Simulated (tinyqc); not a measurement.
# Bandgap voltage reference from two bipolar transistors: effect of the area ratio of the second transistor

Two transistors of area 1 and N carry the same current I. Is(T) = Is (T/T0)^eta exp[(Vg0 q/kB)(1/T0 - 1/T)], VBE1 = Vt ln(I/Is(T)) + I rb, VBE2 = Vt ln(I/(N Is(T))) + I rb/N. The amplifier forces I R1(T) = VBE1 - VBE2 + Vos, with R(T) = R (1 + tc (T - T0)) for both resistors, and the output is Vref = VBE1 + I R2(T). Base currents and the Early effect are neglected.

Vt = kB T/q; I = (Vt ln N + Vos)/(R1(T) - rb (1 - 1/N)). Box coefficient: span of Vref between 233 and 398 K over its average over T and over 165 K. The last column is the R2 that gives zero slope at T0.

Parameters, values chosen for the exercise; values of the order met in silicon bipolar transistors: reference temperature T0 = 300 K; band-gap voltage extrapolated to 0 K Vg0 = 1.189 V; temperature exponent of the saturation current eta = 3; saturation current of the unit transistor at T0 Is = 4.2e-16 A; resistor across which the difference of VBE falls, at T0 R1 = 27 kohm; temperature coefficient of both resistors tc = 1200 ppm/K; offset of the amplifier Vos = 0 mV; series resistance of the unit transistor rb = 27 ohm; output resistor at T0 R2 = 253.3 kohm.

Constants: q = 1.602176634e-19 C, kB = 1.380649e-23 J/K. Results are converted to the units shown.

Result of one run:
```
N   I at T0 (uA)  Vref at T0 (V)  slope at T0 (uV/K)  box coefficient (ppm/K)  R2 for zero slope (kohm)
24         3.046           1.359               360.8                    258.0                     217.8
```

What becomes of these results when the area ratio of the second transistor N is changed from 24 to 4, all else the same?

Result of the changed run:
```
N  I at T0 (uA)  Vref at T0 (V)  slope at T0 (uV/K)  box coefficient (ppm/K)  R2 for zero slope (kohm)
4         1.328          0.9020               -1160                     1324                     515.4
```

The whole series:
```
N    I at T0 (uA)  Vref at T0 (V)  slope at T0 (uV/K)  box coefficient (ppm/K)  R2 for zero slope (kohm)
2          0.6640          0.7158               -1781                     2604                      1058
4           1.328          0.9020               -1160                     1324                     515.4
8           1.993           1.081              -564.6                    535.5                     338.3
15          2.595           1.240              -33.26                    35.50                     257.1
24          3.046           1.359               360.8                    258.0                     217.8
48          3.710           1.532               938.6                    601.4                     177.4
100         4.414           1.715                1547                    885.2                     148.1
```

As N goes from 2 to 100, Vref rises from 0.7158 to 1.715 V and the box coefficient goes from 2600 through a minimum of 35.5 (at N = 15 among the rows listed) to 885 ppm/K. A larger N needs a smaller R2/R1, which lowers the gain seen by offset and noise.

Numbers from tinyqc (`OMP_NUM_THREADS=1 python tinyqc.py 2062052 2062053 out.jsonl`; about 0.02 s on one thread of a shared Intel Xeon 2.30GHz).
